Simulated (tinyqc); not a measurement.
Effect of the position of a charge sheet.

One sheet of 1.6e11 cm^-2 lies at the depth x from the gate; it shifts Vfb by -(q/eps0) Q s, with s = x/e2 in layer 2 and t2/e2 + (x - t2)/e1 in layer 1, and it induces the share s/(t1/e1 + t2/e2) of its image in the semiconductor.

Inputs (values chosen for the exercise):
```
symbol,value,unit,meaning
t1,0.4,nm,"thickness of layer 1, next to the semiconductor"
e1,3.98,,relative permittivity of layer 1
t2,4.7,nm,"thickness of layer 2, next to the gate"
e2,8.89,,relative permittivity of layer 2
```

Constants: q = 1.602176634e-19 C, eps0 = 8.8541878128e-14 F/cm where lengths are in cm. Results are converted to the units shown.

Results:
```
x (nm)  shift (mV)  image in the semiconductor (%)
0                0                               0
0.64        -2.084                           11.44
1.91        -6.220                           34.15
2.55        -8.305                           45.59
3.19        -10.39                           57.03
3.83        -12.47                           68.47
4.46        -14.52                           79.74
5.1         -18.22                           100.0
```

Estimate the missing row, x = 1.28 nm.

Computed row:
```
x (nm)  shift (mV)  image in the semiconductor (%)
1.28        -4.169                           22.88
```

With this row back in the table: The shift grows from 0 at the gate to -18.2 mV at the semiconductor, by -3.26 mV/nm in layer 2 and -7.27 mV/nm in layer 1, the ratio of the permittivities. A sheet between the layers has 84.0 % of its full effect.

Program tinyqc, `OMP_NUM_THREADS=1 python tinyqc.py 2010166 2010167 out.jsonl`; Intel Xeon 2.30GHz, shared host, one thread, about 0.01 s.
